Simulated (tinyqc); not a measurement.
Thermal, flicker and telegraph noise of a field-effect transistor: one step, computed by the program tinyqc. Command: `OMP_NUM_THREADS=1 python tinyqc.py 3008407 3008408 out.jsonl noise walk`. One thread of a shared host (Intel(R) Xeon(R) Processor @ 2.30GHz), about 0.01 s of CPU time with the checks.

Strong inversion, threshold roll-off and channel-length modulation left out; noise sources are uncorrelated and are given as one-sided spectral densities.

Task: How many traps? Active traps per decade of time constant: N_dec = N_t k_B T W L lambda ln(10); a single trap at the interface shifts the threshold by e/(W L C_ox) and the current by g_m times that; tunnelling depth for frequency f, z = lambda ln(1/(2 pi f tau_0)), tau_0 = 1e-10 s.

Inputs (values chosen for the exercise, modelled on a silicon n-channel): width W = 17 micrometre; length L = 1700 nm; oxide trap density N_t = 1.1e+17 1/(eV cm^3); frequency f = 10000 Hz; temperature T = 300 K.

Operating region: saturation. Flicker model: Hooge.

tunnelling length lambda = 1.092522 angstrom

C_ox = 0.5078137 microfarad/cm^2

g_m = 856.7118 microsiemens

drain current I = 334.0548 microampere

Constants: k_B = 8.617333262e-05 eV/K; e = 1.602176634e-19 C.

Give: traps per decade; threshold step of one trap; current step of one trap; depth probed at f.

Result:

traps per decade = 20.67

threshold step of one trap = 0.001092 mV

current step of one trap = 2.800e-04 %

depth probed at f = 1.309 nm

With several traps per decade their Lorentzians merge into 1/f.
